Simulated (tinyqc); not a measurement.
# In-plane mass from two subband densities

Inverse problem. At zero temperature each occupied subband holds N_k = D (EF - E_k), D = md m0 q/(pi hbar^2) per eV. Two subbands are occupied. Find md, EF - E1 and EF - E2.

Constants: q = 1.602176634e-19 C, hbar = 1.054571817e-34 J s, m0 = 9.1093837015e-31 kg. Results are converted to the units shown.

N1, N2 (cm^-2): 1.1157868e12  1.5e11
E2 - E1 = 34.1 meV

Solution. N1 - N2 = D (E2 - E1) gives D and so md; each N_k/D is a distance to EF.

md = 0.06780 m0
EF - E1 = 39.40 meV
EF - E2 = 5.296 meV

Computed by the program tinyqc: `OMP_NUM_THREADS=1 python tinyqc.py 2140010 2140011 out.jsonl`, one thread of a shared Intel Xeon 2.30GHz, about 0.1 s for the whole run.
